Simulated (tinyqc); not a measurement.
Blur against noise: chemically amplified photoresist: aerial image, acid generation, bake, development and line width. Computed by tinyqc, a small Python program. Command: `OMP_NUM_THREADS=1 python tinyqc.py 3003391 3003392 out.jsonl resist walk`. One thread of a shared host (Intel(R) Xeon(R) Processor @ 2.30GHz), about 0.02 s of CPU time with the checks.

Lines and spaces of pitch p with a two-beam-like image; x = 0 is the middle of the bright space. The resist is positive and treated as uniform in depth.

Inputs (values chosen for the exercise, for a model resist at 248 nm):
```
quantity                      value     unit
pitch p                         270       nm
image contrast c               0.57        -
mean dose E                    28.4  mJ/cm^2
Dill parameter C              0.019  cm^2/mJ
bake time t                      60        s
photon energy                     5       eV
absorption coefficient alpha    0.5     1/um
```

Method:
- Dose E(x) = E [1 + c cos(2 pi x/p)]; acid h = 1 - exp(-C E(x)).
- Bake: the acid image is blurred by a Gaussian of variance sigma^2 = 2 D t (each Fourier term k of h, taken on 64 points, is multiplied by exp(-4 pi^2 k^2 D t/p^2)).
- For each sigma the edge is held at x = p/4; N is taken at the mean dose; edge noise = (dh/d ln E)/(sqrt(N V) |dh/dx|), both derivatives taken of the blurred acid, V = (2 sqrt(pi) sigma)^3, N = E alpha/(photon energy), 1 mJ/cm^2 = 62.41509 eV/nm^2.

Trade-off:
```
sigma/p  sigma (nm)  blur factor  photons in V  edge noise (nm)
0.02            5.4      0.99214    1.2434e+03           2.1491
0.04           10.8      0.96891    9.9470e+03           0.7722
0.07           18.9      0.90781    5.3310e+04           0.3500
0.10           27.0      0.82087    1.5542e+05           0.2226
0.14           37.8      0.67917    4.2648e+05           0.1595
0.18           48.6      0.52753    9.0642e+05           0.1395
0.22           59.4      0.38467    1.6549e+06           0.1410
0.27           72.9      0.23717    3.0592e+06           0.1680
0.33           89.1      0.11653    5.5854e+06           0.2530
```

What does the comparison show, and why?

The noise is least near sigma/p = 0.18 among these rows. More diffusion averages over more photons (noise falls as sigma^(-3/2)) until it erases the image slope (factor exp(-2 pi^2 sigma^2/p^2)); for a pure cosine the two balance at sigma/p = sqrt(3/8)/pi = 0.195. Caution: for a film thinner than the blur the noise falls as 1/sigma only, and the optimum moves to sigma/p = 1/(2 pi) = 0.159.

Extremes, crossings and ranges named in words are read from the listed rows.
